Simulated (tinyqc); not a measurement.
Trap density from two Hall measurements.

Inverse problem. p-type body, charge-sheet picture, full ionisation (an idealisation for deep acceptors), Boltzmann statistics for free electrons. e = Ec - EF at the surface. psi = Eg - Vt ln(Nv/Na) - e; N_dep = sqrt(2 eps0 eps_r Na (psi - Vt)/q); n_f = sqrt(N_dep^2 + 2 eps0 eps_r Vt Nc exp(-e/Vt)/q) - N_dep; Vg = Vfb + psi + q (N_dep + n_t + n_f)/Cox, Cox = eps0 eox/tox. Find e and n_t at both points and the mean trap density between them.

Inputs (values chosen for the exercise); band and dielectric values close to those of silicon:
- T = 300 K (temperature)
- Eg = 1.13 eV (band gap)
- eps_r = 11.9 (relative permittivity)
- Nc = 2.78e19 cm^-3 (conduction-band density of states at T)
- Nv = 2.6e19 cm^-3 (valence-band density of states at T)
- eox = 3.9 (relative permittivity of the insulator)
- tox = 26 nm (insulator thickness)
- Na = 4.8e16 cm^-3 (acceptor density)
- Vfb = -0.92 V (flat-band voltage without trapped charge)

Constants: q = 1.602176634e-19 C, kB = 1.380649e-23 J/K, Vt = kB T/q, eps0 = 8.8541878128e-14 F/cm where lengths are in cm. Results are converted to the units shown.

Vg (V): 1.2317449  3.7606393
free sheet density from the Hall effect (cm^-2): 8.6924450e9  5.0238293e11

Answer. Each n_f fixes e; what the gate voltage holds beyond psi, N_dep and n_f is trapped; the difference quotient is the density, smeared over a few Vt.

e (eV): 0.172  0.0580
n_t (cm^-2): 4.19e11  1.88e12
mean trap density = 1.28e13 cm^-2 eV^-1

tinyqc, about 0.02 s, one thread, Intel Xeon 2.30GHz (shared host): `OMP_NUM_THREADS=1 python tinyqc.py 2222192 2222193 out.jsonl`
